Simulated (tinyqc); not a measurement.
Three ways to interpolate a mass: alloy A(1-x)B(x) by interpolation with bowing.

Each gap follows E(x) = (1 - x) E_A + x E_B - C x (1 - x); the lattice constant follows Vegard, a(x) = (1 - x) a_A + x a_B.

Mass at Gamma from the Kane formula 1/m = F + Ep (Eg + 2 Dso/3)/(Eg (Eg + Dso)). F is fixed by the masses of A and B and interpolated linearly, as is Ep; Eg and Dso carry their bowing.

Parameters, chosen for this exercise (A near AlAs, B near GaAs; shifted at random, so the results belong to these values and not to a real crystal): Eg = (3.067, 1.52) eV (gap at Gamma to the s-like level of A, B); Dso = (0.278, 0.343) eV (spin-orbit splitting of A, B); Ep = (21.4, 25.5) eV (Kane energy of A, B); me = (0.1512, 0.0671) m0 (electron mass at Gamma of A, B); C = (0.425, 0.123, 0) eV (bowing of the Gamma, X and L gaps); Cs = 0 eV (bowing of Dso).

Linear in m, linear in 1/m, and the Kane formula.

Masses (m0):

| x | Eg (eV) | linear in m | linear in 1/m | Kane | Kane m/Eg (1/eV) |
|---|---|---|---|---|---|
| 0.000 | 3.067 | 0.1512 | 0.1512 | 0.1512 | 0.0493 |
| 0.125 | 2.827 | 0.1407 | 0.1307 | 0.1378 | 0.0487 |
| 0.250 | 2.601 | 0.1302 | 0.1151 | 0.1251 | 0.0481 |
| 0.375 | 2.387 | 0.1197 | 0.1029 | 0.1133 | 0.0475 |
| 0.500 | 2.187 | 0.1091 | 0.0930 | 0.1024 | 0.0468 |
| 0.625 | 2.001 | 0.0986 | 0.0848 | 0.0923 | 0.0461 |
| 0.750 | 1.827 | 0.0881 | 0.0779 | 0.0830 | 0.0454 |
| 0.875 | 1.667 | 0.0776 | 0.0721 | 0.0747 | 0.0448 |
| 1.000 | 1.520 | 0.0671 | 0.0671 | 0.0671 | 0.0441 |

What can be read from this table?

At x = 0.5 the three give 0.1091, 0.0930 and 0.1024; judged by the largest distance, the Kane value is closer to the interpolation in m (largest distances 0.0068 m0 from the rule in m, 0.0105 m0 from the rule in 1/m). The ratio m/Eg varies by a factor of 1.12 while the gap varies by 2.02; a constant ratio is the two-band rule m = Eg/Ep at fixed Ep.

(tinyqc, `OMP_NUM_THREADS=1 python tinyqc.py 1080255 1080256 out.jsonl`, Intel(R) Xeon(R) Processor @ 2.30GHz, 1 thread, shared host, about 0.01 s.)
